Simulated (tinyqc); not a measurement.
What sets the wire resistivity: free and nearly free electrons in a metal.

The cubic cell holds 4 atoms: n = 4 z/a^3, kF = (3 pi^2 n)^(1/3), EF = c kF^2/m, vF = 2 c kF/(m hbar), c = hbar^2/2m0; rs = (3/(4 pi n))^(1/3)/a0; D(EF) = 3 n/(2 EF).

Square wire of width w with grain size w: rho/rho0 = 1/(1 - 3 al/2 + 3 al^2 - 3 al^3 ln(1 + 1/al)) + (3/4) (1 - p) l/w, with al = (l/w) Rg/(1 - Rg) (Mayadas-Shatzkes plus the thick-wire form of Fuchs-Sondheimer); l = hbar kF/(n e^2 rho), e = 1.602176634e-19 C.

Constants: hbar^2/2m0 = 3.80998211 eV angstrom^2; hbar = 6.58211957e-16 eV s; a0 (Bohr radius) = 0.5291772105 angstrom.

Values chosen for the exercise (near those of Cu, whose d bands this model ignores; shifted at random, so the results belong to these values and not to a real crystal): a = 3.648 angstrom (fcc lattice constant); z = 1 (free electrons an atom); m = 1 m0 (mass); rho = 1.9 micro-ohm cm (bulk resistivity); p = 0.2 (specularity of the surfaces); Rg = 0.12 (reflection at grain boundaries); w = 30 nm (wire width).

All results formed anew.

One parameter was then changed.

Results before and after:

| case | EF (eV) | l (nm) | wire rho (micro-ohm cm) |
|---|---|---|---|
| base | 6.905 | 35.33 | 3.683 |
| changed | 5.754 | 35.33 | 3.683 |

Which of these changes was made? (a) m = 1.2 m0; (b) w = 21 nm; (c) a = 3.757 angstrom; (d) p = 0.5; (e) rho = 2.28 micro-ohm cm; (f) Rg = 0.084.

Answer: (a) m = 1.2 m0. Of the candidates, run in turn, only this one gives the changed row.

All candidates:

| case | EF (eV) | l (nm) | wire rho (micro-ohm cm) |
|---|---|---|---|
| base | 6.905 | 35.33 | 3.683 |
| a = 3.757 angstrom | 6.510 | 37.47 | 3.790 |
| m = 1.2 m0 | 5.754 | 35.33 | 3.683 |
| rho = 2.28 micro-ohm cm | 6.905 | 29.44 | 4.064 |
| p = 0.5 | 6.905 | 35.33 | 3.179 |
| Rg = 0.084 | 6.905 | 35.33 | 3.541 |
| w = 21 nm | 6.905 | 35.33 | 4.441 |

The mass drops out of l at given rho, because vF falls and tau rises by the same factor.

(tinyqc, `OMP_NUM_THREADS=1 python tinyqc.py 1681986 1681987 out.jsonl`, Intel(R) Xeon(R) Processor @ 2.30GHz, 1 thread, shared host, about 0.01 s.)
